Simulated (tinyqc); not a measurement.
# One level from two frequencies

Question. A single interface trap level in an MOS capacitor has the conductance Gp/w = Cit w tau/(1 + w^2 tau^2), w = 2 pi f. Find tau and Cit.

Gp/w at f = 30 and 230 Hz (nF/cm^2): [46.555283, 39.921839]

Solution. w/(Gp/w) = 1/(Cit tau) + (tau/Cit) w^2 is linear in w^2; the two coefficients give tau and Cit.

tau = 0.00212 s
Cit = 135 nF/cm^2

Program tinyqc, `OMP_NUM_THREADS=1 python tinyqc.py 2030124 2030125 out.jsonl`; Intel Xeon 2.30GHz, shared host, one thread, about 0.01 s.
